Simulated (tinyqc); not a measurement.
From one set of inputs to another, one input at a time: Keating valence-force model of a tetrahedral crystal. Computed by tinyqc, a small Python program. Command: `OMP_NUM_THREADS=1 python tinyqc.py 3012816 3012817 out.jsonl keating ladder`. One thread of a shared host (Intel(R) Xeon(R) Processor @ 2.30GHz), about 0.05 s of CPU time with the checks.

Atom A sits at 0 and atom B at a/4 (1,1,1) of an fcc lattice; the four bonds from A are t = a/4 (1,1,1), a/4 (1,-1,-1), a/4 (-1,1,-1), a/4 (-1,-1,1), of length d = sqrt(3) a/4. Energy: E = (3 alpha/(8 d^2)) sum over bonds (r.r - d^2)^2 + (3 beta/(8 d^2)) sum over pairs of bonds at one atom (r_i.r_j + d^2/3)^2, with beta_A for the six pairs at A and beta_B for the six at B. The cell holds two atoms, Omega = a^3/4. 1 N/m = 1 J/m^2.

The inputs printed are set A. Inputs not listed in the table keep their values of set A, so the rows need not describe a real material.

Inputs (values chosen for the exercise, for a model crystal):
```
quantity,value,unit
lattice constant a,4.878,angstrom
mass M_A,17.3,u
mass M_B,102,u
bond stretching alpha,102,N/m
bond bending beta_A,13.8,N/m
bond bending beta_B,13.8,N/m
Born charge Z*,2.72,e
eps_inf,14.8,-
```

Structure: zinc blende.

Constants: nu for 1 eV/(angstrom^2 u) = 15.6333042 THz; 1 eV/angstrom^2 = 16.02176634 J/m^2; 1 THz = 33.35640952 1/cm; e^2/(4 pi eps_0) = 14.39964548 eV angstrom.

Method:
- beta = (beta_A + beta_B)/2; C11 = (alpha + 3 beta)/a, C12 = (alpha - beta)/a, C44 = 4 alpha beta/(a (alpha + beta)); with the two sublattices clamped C44(0) = (alpha + beta)/a; internal-strain parameter zeta = (alpha - beta)/(alpha + beta); B = (C11 + 2 C12)/3.
- beta = (beta_A + beta_B)/2; mu = M_A M_B/(M_A + M_B); lambda = 4 (alpha + beta)/mu with the springs in eV/angstrom^2; nu = 15.6333042 THz x sqrt(lambda).
- The long-range field adds 4 pi Z*^2 (e^2/(4 pi eps_0))/(eps_inf Omega mu) to lambda for the longitudinal mode at q -> 0; lambda = (nu/15.6333042 THz)^2; eps_0 = eps_inf (nu_LO/nu_TO)^2 (Lyddane-Sachs-Teller; here eps_0 is the static dielectric constant).

Each row keeps all changes above it:
```
input moved,from,to,C11 (GPa),internal-strain parameter zeta,static dielectric constant
set A,-,-,293.97,0.76166,16.396
mass M_B (u),102,14.007,293.97,0.76166,16.396
mass M_A (u),17.3,10.81,293.97,0.76166,16.396
bond bending beta_A (N/m),13.8,58.3,430.81,0.47773,16.139
eps_inf,14.8,4.44,430.81,0.47773,5.779
Born charge Z* (e),2.72,1.93,430.81,0.47773,5.114
bond stretching alpha (N/m),102,134,496.41,0.57601,4.987
lattice constant a (angstrom),4.878,3.615,669.85,0.57601,5.784
```

C11 goes from 294 to 670, a factor 2.28 in all. The largest single move comes from bond bending beta_A (a factor 1.47). Internal-strain parameter zeta goes from 0.762 to 0.576, a factor 0.756 in all. The largest single move comes from bond bending beta_A (a factor 0.627), and bond stretching alpha works against it (a factor 1.21). Static dielectric constant goes from 16.4 to 5.78, a factor 0.353 in all. The largest single move comes from eps_inf (a factor 0.358), and lattice constant a works against it (a factor 1.16). The single moves hold for this order of the switches; the total does not depend on the order.

Extremes, crossings and ranges named in words are read from the listed rows.
